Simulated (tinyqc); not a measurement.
Inside a calculation (part 2 of 2). Method: UKS/PBE0 in the sto-3g basis, for Be+, spin multiplicity 2. Computed by tinyqc, a small Python program that keeps every step (integrals from PySCF). Command: `OMP_NUM_THREADS=1 python tinyqc.py 28246 28247 out.jsonl` (the two numbers bound the seeds that draw the settings). One thread of a shared host (Intel(R) Xeon(R) Processor @ 2.60GHz), about 1 s of CPU time with the checks.

Geometry (angstrom):
```
atom        x        y        z
Be    0.00000  0.00000  0.00000
```

## Iteration 8 (converged): orbitals

converged F(alpha) (hartree):
```
           1Be 1s    1Be 2s   1Be 2px   1Be 2py   1Be 2pz
1Be 1s   -4.45211  -1.27166   0.00000   0.00000   0.00000
1Be 2s   -1.27166  -0.88248   0.00000   0.00000   0.00000
1Be 2px   0.00000   0.00000  -0.32767   0.00000   0.00000
1Be 2py   0.00000   0.00000   0.00000  -0.32767   0.00000
1Be 2pz   0.00000   0.00000   0.00000   0.00000  -0.32767
```

converged F(beta) (hartree):
```
           1Be 1s    1Be 2s   1Be 2px   1Be 2py   1Be 2pz
1Be 1s   -4.42310  -1.26906   0.00000   0.00000   0.00000
1Be 2s   -1.26906  -0.70091   0.00000   0.00000   0.00000
1Be 2px   0.00000   0.00000  -0.21744   0.00000   0.00000
1Be 2py   0.00000   0.00000   0.00000  -0.21744   0.00000
1Be 2pz   0.00000   0.00000   0.00000   0.00000  -0.21744
```

X:
```
           1Be 1s    1Be 2s  1Be 2px  1Be 2py  1Be 2pz
1Be 1s    1.02657  -0.13553  0.00000  0.00000  0.00000
1Be 2s   -0.13553   1.02657  0.00000  0.00000  0.00000
1Be 2px   0.00000   0.00000  1.00000  0.00000  0.00000
1Be 2py   0.00000   0.00000  0.00000  1.00000  0.00000
1Be 2pz   0.00000   0.00000  0.00000  0.00000  1.00000
```

Diagonalise F' = X^T F X, C = X C', fill 2 alpha and 1 beta electrons from the bottom; D(s) = C_occ C_occ^T. Each column has its largest component positive (the first on a tie).

F' = X^T F X (alpha) (hartree):
```
          1         2         3         4         5
1  -4.35420  -0.62129   0.00000   0.00000   0.00000
2  -0.62129  -0.65793   0.00000   0.00000   0.00000
3   0.00000   0.00000  -0.32767   0.00000   0.00000
4   0.00000   0.00000   0.00000  -0.32767   0.00000
5   0.00000   0.00000   0.00000   0.00000  -0.32767
```

orbital energies (alpha) (hartree): MO1 -4.45583, MO2 -0.55629, MO3 -0.32767, MO4 -0.32767, MO5 -0.32767

coefficients C (alpha):
```
             MO1       MO2       MO3       MO4       MO5
1Be 1s   0.99122  -0.29948   0.00000   0.00000   0.00000
1Be 2s   0.03198   1.03498   0.00000   0.00000   0.00000
1Be 2px  0.00000   0.00000  -0.59150   0.33347   0.73411
1Be 2py  0.00000   0.00000   0.66210  -0.31873   0.67826
1Be 2pz  0.00000   0.00000   0.46016   0.88725  -0.03227
```

F' = X^T F X (beta) (hartree):
```
          1         2         3         4         5
1  -4.32101  -0.64780   0.00000   0.00000   0.00000
2  -0.64780  -0.46677   0.00000   0.00000   0.00000
3   0.00000   0.00000  -0.21744   0.00000   0.00000
4   0.00000   0.00000   0.00000  -0.21744   0.00000
5   0.00000   0.00000   0.00000   0.00000  -0.21744
```

orbital energies (beta) (hartree): MO1 -4.42697, MO2 -0.36080, MO3 -0.21744, MO4 -0.21744, MO5 -0.21744

coefficients C (beta):
```
             MO1       MO2       MO3       MO4      MO5
1Be 1s   0.99123  -0.29947   0.00000   0.00000  0.00000
1Be 2s   0.03197   1.03498   0.00000   0.00000  0.00000
1Be 2px  0.00000   0.00000  -0.45034  -0.52274  0.72384
1Be 2py  0.00000   0.00000   0.88774  -0.17546  0.42560
1Be 2pz  0.00000   0.00000  -0.09547   0.83424  0.54307
```

D(alpha) after iteration 8:
```
           1Be 1s    1Be 2s  1Be 2px  1Be 2py  1Be 2pz
1Be 1s    1.07221  -0.27826  0.00000  0.00000  0.00000
1Be 2s   -0.27826   1.07221  0.00000  0.00000  0.00000
1Be 2px   0.00000   0.00000  0.00000  0.00000  0.00000
1Be 2py   0.00000   0.00000  0.00000  0.00000  0.00000
1Be 2pz   0.00000   0.00000  0.00000  0.00000  0.00000
```

D(beta) after iteration 8:
```
          1Be 1s   1Be 2s  1Be 2px  1Be 2py  1Be 2pz
1Be 1s   0.98253  0.03169  0.00000  0.00000  0.00000
1Be 2s   0.03169  0.00102  0.00000  0.00000  0.00000
1Be 2px  0.00000  0.00000  0.00000  0.00000  0.00000
1Be 2py  0.00000  0.00000  0.00000  0.00000  0.00000
1Be 2pz  0.00000  0.00000  0.00000  0.00000  0.00000
```

Within a degenerate level the vectors are fixed only up to a rotation; this is one choice.

## Convergence

Stop when the energy changes by less than 1e-08 hartree and every element of the error matrix X^T (F D S - S D F) X (for each spin) is below 3e-05.

Course of the cycle:
```
iteration  E (hartree)     change  largest element of the error matrix
1          -14.1484945          -                             1.94e-01
2          -14.1580698  -9.58e-03                             1.04e-02
3          -14.1580974  -2.76e-05                             2.54e-04
4          -14.1580974  -1.29e-08                             1.16e-04
5          -14.1580974  -2.00e-09                             7.52e-05
6          -14.1580974  -6.55e-10                             5.54e-05
7          -14.1580974  -2.92e-10                             4.38e-05
8          -14.1580974  -4.88e-10                             4.68e-08
```

PySCF UKS in the same basis, fine grid, after a stability check = -14.1226509 hartree

Converged in 8 iterations. The coarse grid moves the energy by -3.54e-02 hartree.

## Populations

overlap S:
```
          1Be 1s   1Be 2s  1Be 2px  1Be 2py  1Be 2pz
1Be 1s   1.00000  0.25952  0.00000  0.00000  0.00000
1Be 2s   0.25952  1.00000  0.00000  0.00000  0.00000
1Be 2px  0.00000  0.00000  1.00000  0.00000  0.00000
1Be 2py  0.00000  0.00000  0.00000  1.00000  0.00000
1Be 2pz  0.00000  0.00000  0.00000  0.00000  1.00000
```

Mulliken: Z minus the diagonal of D S on the atom; Loewdin: the same with S^(1/2) D S^(1/2).

Charges (e):
```
atom  Mulliken  Loewdin  Mulliken spin
1Be    1.00000  1.00000        1.00000
```

<S^2> of the determinant (pure state: 0.75) = 0.75000
